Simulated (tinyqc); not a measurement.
A finite superlattice with mass mismatch, transfer matrices: one step of the calculation.

One electron of energy E comes from the left lead (band edge 0); no transverse momentum. Parabolic bands, masses in units of m0, C = hbar^2/(2 m0); psi and psi'/m are continuous at every interface. N periods of a barrier d1 followed by a well Lw; the right lead equals the left one.

Task. Matrices of the layers. For the pair (psi, psi'/m) a flat layer has M = [[cos kd, (m/k) sin kd], [-(k/m) sin kd, cos kd]] with k = sqrt(m (E - U)/C) above its edge U, and M = [[cosh Kd, (m/K) sinh Kd], [(K/m) sinh Kd, cosh Kd]] with K = sqrt(m (U - E)/C) below it. M12 is in nm, M21 in 1/nm.

Inputs (values chosen for the exercise); masses and offsets of a made-up heterostructure: mass in the left lead mL = 0.04 m0; barrier height U1 = 0.51 eV; barrier mass m1 = 0.085 m0; barrier width d1 = 0.7 nm; well width (edge 0, mass mL) Lw = 5.4 nm; electron energy E = 0.14 eV.

Constants: q = 1.602176634e-19 C, hbar = 1.054571817e-34 J s, m0 = 9.1093837015e-31 kg, hbar^2/(2 m0) = 0.0380998212 eV nm^2. Results are converted to the units shown.

Wanted: M of layer 1; M of layer 2.

Result.

M of layer 1:
```
       1        2
1  1.209  0.06359
2  7.266    1.209
```

M of layer 2:
```
         1        2
1  -0.4790  0.09159
2   -8.414  -0.4790
```

Range of the model: Masses are held fixed, although real bands cease to be parabolic a few tenths of an eV from their edges (inside a barrier too). Layers thinner than about 0.8 nm hold only a few atomic planes, where an effective mass is a rough description.

Program tinyqc, `OMP_NUM_THREADS=1 python tinyqc.py 2560130 2560131 out.jsonl`; Intel Xeon 2.30GHz, shared host, one thread, about 0.01 s.
